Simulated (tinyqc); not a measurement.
Solid solubility of a dopant against its melt (retrograde solidus), clustering and the electrically active fraction. From one set of inputs to another, one input at a time. Computed by tinyqc, a small Python program. Command: `OMP_NUM_THREADS=1 python tinyqc.py 3025335 3025336 out.jsonl retro ladder`. One thread of a shared host (Intel(R) Xeon(R) Processor @ 2.30GHz), about 0.01 s of CPU time with the checks.

The inputs printed are set A. Inputs not listed in the table keep their values of set A, so the rows need not describe a real material.

Inputs (values chosen for the exercise, of the order of those of gold in silicon for the solubility):

| quantity | value | unit |
|---|---|---|
| melting point of the host T_m | 1687 | K |
| heat of melting of the host H_f | 50.2 | kJ/mol |
| interaction L of the melt | -20 | kJ/mol |
| enthalpy of transfer from melt to solid H | 1.74 | eV |
| entropy of transfer S | 2.67 | k_B |
| site density N0 | 5e+22 | 1/cm^3 |
| temperature T | 1350 | K |

Constants: R = 8.314462618 J/(mol K); k_B = 8.617333262e-05 eV/K; e = 1.602176634e-19 C; N_A = 6.02214076e+23 1/mol.

Method. x_l and x_s are atom fractions of the dopant in melt and solid; the solid is dilute. Liquidus of the host: R T ln(1 - x_l) + L x_l^2 = -H_f (1 - T/T_m). Distribution: k = x_s/x_l = exp[L (1 - x_l)^2/(R T)] exp(S/k_B - H/(k_B T)), the first factor being the activity coefficient in the melt. Solubility = x_s N0; at T_m x_l = 0. The largest x_s N0 between 900 K and T_m. For an ideal melt with constant heats the maximum has x_l = H_f/(H + H_f), H in the same units.

Each row keeps all changes above it:

| input moved | from | to | solubility (1/cm^3) | distribution coefficient k | temperature of the maximum (K) |
|---|---|---|---|---|---|
| set A | - | - | 5.571e+16 | 2.588e-06 | 1551 |
| interaction L of the melt (kJ/mol) | -20 | 12 | 1.910e+17 | 4.834e-06 | 1588 |
| temperature T (K) | 1350 | 1030 | 2.154e+15 | 4.428e-08 | 1588 |
| enthalpy of transfer from melt to solid H (eV) | 1.74 | 1.07 | 4.089e+18 | 8.405e-05 | 1552 |
| entropy of transfer S (k_B) | 2.67 | -0.21 | 2.295e+17 | 4.718e-06 | 1552 |

Where does the difference come from?

Solubility goes from 5.57e16 to 2.30e17, a factor 4.12 in all. The largest single move comes from enthalpy of transfer from melt to solid H (a factor 1900), and temperature T works against it (a factor 0.0113). Distribution coefficient k goes from 2.59e-6 to 4.72e-6, a factor 1.82 in all. The largest single move comes from enthalpy of transfer from melt to solid H (a factor 1900), and temperature T works against it (a factor 0.00916). temperature of the maximum ends near its start, 1550; the largest single move comes from interaction L of the melt (a factor 1.024). The single moves hold for this order of the switches; the total does not depend on the order.

Extremes, crossings and ranges named in words are read from the listed rows.
